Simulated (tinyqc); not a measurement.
Inside a calculation: Fermi-Dirac statistics of conduction electrons. Values are carried at full precision from step to step, so a last printed digit may differ when a step is redone from the rounded ones.

Constants: hbar^2/2m0 = 3.80998211 eV angstrom^2; kB = 8.617333262e-05 eV/K; e^2/(4 pi eps0) = 14.39964547 eV angstrom.

Inputs chosen for the exercise (near those of Si, lowest valleys alone; the results hold for these values, not for the real material):
```
symbol  value    unit    meaning
m       0.9996   m0      density-of-states mass of the conduction band
T       300      K
n       4.5e+18  1/cm^3  electron density
eps     12.2             static dielectric constant
alpha   0.51     1/eV    non-parabolicity
```

## Reduced density

N = 2 (m kB T/(4 pi c))^(3/2) with c = hbar^2/2m0, in 1/angstrom^3; times 1e24 for 1/cm^3; u = n/Nc.

kT = 0.025852 eV
Nc = 2.5079e+19 1/cm^3
u = n/Nc = 0.179433

## Reduced Fermi level by five rules

F_j(eta) = (1/Gamma(j + 1)) integral_0^infinity x^j dx/(1 + exp(x - eta)), which tends to exp(eta) for eta << 0.

With u = n/Nc: Boltzmann eta = ln u; Joyce-Dixon eta = ln u + u/sqrt(8) - 4.95009e-3 u^2 + 1.48386e-4 u^3 - 4.42563e-6 u^4; Nilsson eta = ln u/(1 - u^2) + v/(1 + (0.24 + 1.08 v)^-2) with v = (3 sqrt(pi) u/4)^(2/3); fully degenerate limit eta = v; exact: F_1/2(eta) = u.

Find eta = (EF - Ec)/kT by each rule.

eta: Boltzmann -1.718, Joyce-Dixon -1.655, Nilsson -1.660, degenerate 0.385, exact -1.655

Against the exact value the errors are Boltzmann -0.063, Joyce-Dixon 0.000, Nilsson -0.005, degenerate limit +2.039 (in kT).

## Exact eta by Newton steps

Solve ln F_1/2(eta) = ln u from the Boltzmann value; dF_1/2/d eta = F_-1/2, so the step is -ln(F_1/2/u) F_1/2/F_-1/2. Stop below 1e-9.

Newton steps:
```
step        eta     F_1/2    F_-1/2  step taken
1     -1.717956  0.169046  0.159555      0.0632
2     -1.654783  0.179414  0.168763    0.000107
3     -1.654676  0.179433  0.168779    3.20e-10
```

Converged in 3 steps.

## Mean energy, Einstein relation and screening

eta = -1.65468

Mean kinetic energy <E> = (3/2) kT F_3/2/F_1/2; D/mu = (kT/e) F_1/2/F_-1/2; dn/dEF = (Nc/kT) F_-1/2; screening length L = (4 pi (e^2/(4 pi eps0)) (dn/dEF)/eps)^(-1/2), with dn/dEF in 1/(angstrom^3 eV) (1/cm^3 = 1e-24/angstrom^3).

F_-1/2, F_1/2, F_3/2: 0.1688  0.1794  0.1851

<E> = 40.00 meV
D/mu = 27.48 mV
dn/dEF = 1.637e+20 1/(cm^3 eV)
L = 20.29 angstrom

EF lies within 2 kT of the edge. D/mu is 1.063 times kT/e and <E> is 1.032 times (3/2) kT; the Debye formula, with n/kT in place of dn/dEF, would give L = 19.68 angstrom.

## Fermi level in the non-parabolic band

Non-parabolic band E (1 + alpha E) = c k^2/m: n = Nc (2/sqrt(pi)) integral_0^infinity sqrt(x (1 + a x)) (1 + 2 a x) dx/(1 + exp(x - eta)) with a = alpha kT and eta = (EF - Ec)/kT; a = 0 gives n = Nc F_1/2(eta).

Solve for eta at the same n.

a = 0.01318
eta = -1.708
EF - Ec = -44.16 meV

The extra states lower EF by 1.38 meV against the parabolic band.

## Checks

- Non-parabolic integral at a = 0 against F_1/2(2): both 2.823721.
- F_1/2(40) against the Sommerfeld form (4/(3 sqrt(pi))) eta^(3/2) (1 + pi^2/(8 eta^2)): both 190.45.

Run: tinyqc, `OMP_NUM_THREADS=1 python tinyqc.py 1652378 1652379 out.jsonl`; Intel(R) Xeon(R) Processor @ 2.30GHz, one thread, shared host; about 0.01 s of CPU time with all checks.
